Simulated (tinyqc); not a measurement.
# Bloch-Grueneisen resistivity of a metal, step by step

A worked calculation. Computed by tinyqc, a small Python program that keeps every step. Command: `OMP_NUM_THREADS=1 python tinyqc.py 3000009 3000010 out.jsonl bg walk`. One thread of a shared host (Intel(R) Xeon(R) Processor @ 2.30GHz), about 0.01 s of CPU time with the checks. Intermediate numbers are printed to about 6 digits and carried at full precision; extremes and crossings named in words are read from the listed rows.

Electrons scatter from a Debye spectrum of phonons (n = 5 for scattering within one band, n = 3 for scattering into a second, heavy band) and from static defects.

Inputs (values chosen for the exercise, modelled on iridium): exponent n = 5; Debye temperature Theta = 303 K; transport coupling lambda_tr = 0.36; Drude plasma energy hbar w_p = 8.8 eV; residual resistivity rho_0 = 0.98 microohm cm; temperature T = 40 K; coefficient A of T^2 = 1.5 picoohm cm/K^2.

Addition: T^2 term.

Constants: k_B = 1.380649e-23 J/K; hbar = 1.054571817e-34 J s; eps_0 = 8.8541878128e-12 F/m; hbar = 6.582119569e-16 eV s; k_B = 8.617333262e-05 eV/K.

## Scale of the phonon resistivity

rho_ph = (n - 1) rho_1 (T/Theta)^n J_n(Theta/T), with rho_1 = 2 pi lambda_tr k_B Theta/(hbar eps_0 w_p^2), the high-temperature line at T = Theta.

rho_1 = 5.66956 microohm cm

## The integral and the phonon part

J_n(y) = int_0^y x^n e^x/(e^x - 1)^2 dx, by 96 Gauss-Legendre points (upper limit at most 60).

Theta/T = 7.575

J_n = 96.4216

phonon resistivity rho_ph = 0.0876740 microohm cm

This is 11.7 % of the straight line rho_1 T/Theta.

## Total resistivity and derived numbers

rho = rho_0 + A T^2 + rho_ph. Temperature coefficient (1/rho) d rho/dT by a central difference of +/- 0.5 K; residual ratio rho(295 K)/rho(4.2 K); scattering time tau = 1/(eps_0 w_p^2 rho); Wiedemann-Franz kappa = L_0 T/rho, L_0 = (pi^2/3)(k_B/e)^2.

resistivity rho = 1.07007 microohm cm

temperature coefficient = 8.29215 1e-3/K

residual resistance ratio = 6.44806

scattering time = 59.0478 fs

Wiedemann-Franz conductivity = 91.3210 W/(m K)

The coefficient is 0.332 times 1/T; the temperature-independent part dilutes it.

## Limits of the phonon part

Low T: (n - 1) n! zeta(n) rho_1 (T/Theta)^n. High T: rho_1 (T/Theta) [1 - (n - 1)/(12 (n + 1)) (Theta/T)^2].

Resistivities (microohm cm):
```
T (K)       rho_ph    low-T law  straight line  line with correction  total rho
9.1    6.89498e-05  6.89498e-05         0.1703                     -     0.9802
15.0   8.38990e-04  8.39040e-04         0.2807                     -     0.9812
24.0   8.68188e-03  8.79797e-03         0.4491                     -     0.9895
36.0   5.67585e-02  6.68096e-02         0.6736                     -     1.0387
61.0   3.71711e-01  9.33201e-01         1.1414                     -     1.3573
110.0  1.38890e+00  1.77947e+01         2.0583                1.1906     2.3870
150.0  2.25656e+00  8.39040e+01         2.8067                2.1705     3.2703
240.0  4.11571e+00  8.79797e+02         4.4907                4.0931     5.1821
360.0  6.47790e+00  6.68096e+03         6.7361                6.4710     7.6523
610.0  1.12590e+01  9.33201e+04        11.4140               11.2575    12.7971
```

The low-T law holds to 10 % up to 24 K, the straight line from 240 K on. The local exponent of rho_ph falls from 5.00 to 1.05. Phonons overtake the residual resistivity between 61.0 and 110 K. The T^2 term exceeds rho_ph up to 9.1 K among these rows.

Checks made by the program: J_n at large argument against n! zeta(n) (relative difference below 1e-10).
